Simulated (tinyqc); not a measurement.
Straight dislocations in isotropic elasticity: fields, energies, partials, Peierls stress and walls: one step, computed by the program tinyqc.

The line runs along z, the glide plane is y = 0, and beta is the angle between b and the line (0 screw, 90 degrees edge): b_e = b sin(beta) along +x with the extra half plane at y > 0, b_s = b cos(beta). Stress is positive in tension.

Task: Strength from dislocations. Frank-Read source, averaged over the loop: tau = G b/(2 pi l) [(1 - nu/2)/(1 - nu)] ln(l/r0). Taylor hardening: tau = 0.3 G b sqrt(rho).

Inputs (values chosen for the exercise, modelled on gold):

| quantity | value | unit |
|---|---|---|
| shear modulus G | 28 | GPa |
| Poisson ratio nu | 0.408 | - |
| Burgers vector b | 2.884 | angstrom |
| dislocation density rho | 4.2e+10 | 1/m^2 |
| core radius r0/b | 1 | - |
| source length l | 2300 | nm |

Give: Frank-Read stress; Taylor stress.

Result:

Frank-Read stress = 6.750 MPa

Taylor stress = 0.4965 MPa
